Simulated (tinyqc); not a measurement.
Inside a calculation. Method: Hubbard chain of 2 sites. One step of it, computed by the program tinyqc.

Question. Mean-field iteration 1. H(up) = T + U n(down), H(down) = T + U n(up); fill the lowest levels; n(new) = n + mixing (n(out) - n); E = tr T (rho up + rho down) + U sum n_up n_down of the output.

one-body matrix (hopping and site energies) (eV):
```
           1          2
1   0.820000  -0.910000
2  -0.910000   0.460000
```

U = 2.700000 eV

electrons, up and down: 1  1

mixing = 0.500000

n(up) at the start (a guess, not normalised): 1 0.800000, 2 0.200000

n(down) at the start (a guess): 1 0.200000, 2 0.800000

Give: levels, up; levels, down; energy; n(up) after iteration 1; n(down) after iteration 1.

Answer.

levels, up (eV): 0.8832  3.0968

levels, down (eV): 0.6453  3.3347

energy = 0.6702 eV

n(up) after iteration 1: 1 0.7923, 2 0.2077

n(down) after iteration 1: 1 0.1659, 2 0.8341
